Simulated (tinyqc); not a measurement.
From results back to parameters: Tamm state at the end of a one-band chain. Two cases, with inputs chosen for the exercise.

Problem. The end state of a chain with hopping -t and end-site shift D has E = D + t^2/D and weight 1 - (t/D)^2 on the end site. The values below come from hidden t and D.

Case 1.

E = 5.885021 eV
weight = 0.747868

Case 2.

E = 1.940064 eV
weight = 0.756369

Find: D, t.

Solution. With (t/D)^2 = 1 - w, E = D (2 - w), which gives D, and t = |D| sqrt(1 - w).

Case 1.

D, t (eV): 4.700  2.360

Case 2.

D, t (eV): 1.560  0.770

Computed by tinyqc, one run a case: `OMP_NUM_THREADS=1 python tinyqc.py N N+1 out.jsonl` with N = 1480115, 1480134; one thread of a shared Intel(R) Xeon(R) Processor @ 2.30GHz, about 0.01 s a run at most.
